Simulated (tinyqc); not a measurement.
Deep level with several charge states, and Shockley-Read-Hall recombination: one step. Emission and generation in a depleted region. Two cases, with inputs chosen for the exercise.

Problem. With n = p = 0 the level generates pairs at G = Nt en ep/(en + ep); generation lifetime tg = ni/G; current density e G W for a width W = 1 micrometre, e = 1.602176634e-19 C.

One level at Et with degeneracy 1: tn = 1/(sn vth Nt), tp = 1/(sp_ vth Nt), n1 = Nc exp((Et - Eg)/kT), p1 = Nv exp(-Et/kT), ni^2 = n1 p1. Equilibrium n0 = Nm, p0 = ni^2/Nm; n = n0 + dn, p = p0 + dn. U = (n p - ni^2)/(tp (n + n1) + tn (p + p1)), lifetime dn/U; emission rates en = sn vth n1, ep = sp_ vth p1.

Constants: kB = 8.617333262e-05 eV/K.

Case 1.

Values chosen (gap and densities of states near those of GaAs at this temperature; shifted at random, so the results belong to these values and not to a real crystal): Eg = 1.387 eV (gap); Nc = 5.35e+17 1/cm^3 (conduction-band density of states); Nv = 1.14e+19 1/cm^3 (valence-band density of states); T = 350 K; Et = 0.481 eV (recombination level above Ev); Nt = 1.6e+15 1/cm^3 (defects); sn = 2.6e-14 cm^2 (electron capture cross-section); sp_ = 6.3e-15 cm^2 (hole capture cross-section); vth = 21000000 cm/s (thermal velocity, both carriers).

Case 2.

Values chosen (gap and densities of states near those of Ge at this temperature; shifted at random, so the results belong to these values and not to a real crystal): Eg = 0.638 eV (gap); Nc = 1.6e+19 1/cm^3 (conduction-band density of states); Nv = 7.3e+18 1/cm^3 (valence-band density of states); T = 400 K; Et = 0.253 eV (recombination level above Ev); Nt = 4.1e+14 1/cm^3 (defects); sn = 1.2e-15 cm^2 (electron capture cross-section); sp_ = 6.5e-16 cm^2 (hole capture cross-section); vth = 21000000 cm/s (thermal velocity, both carriers).

Give: en, ep; G; tg; current density.

Solution.

Case 1.

en, ep (1/s): [0.0263, 1.79e+05]

G = 4.21e+13 1/(cm^3 s)
tg = 6.06 microsecond
current density = 6.74e-10 A/cm^2

The slower step, electron emission, limits the rate: en/ep = 1.47e-07.

Case 2.

en, ep (1/s): [5.69e+06, 6.47e+07]

G = 2.14e+21 1/(cm^3 s)
tg = 0.483 microsecond
current density = 0.0343 A/cm^2

The slower step, electron emission, limits the rate: en/ep = 0.0879.

Computed by tinyqc, one run a case: `OMP_NUM_THREADS=1 python tinyqc.py N N+1 out.jsonl` with N = 1681249, 1681333; one thread of a shared Intel(R) Xeon(R) Processor @ 2.30GHz, about 0.01 s a run at most.
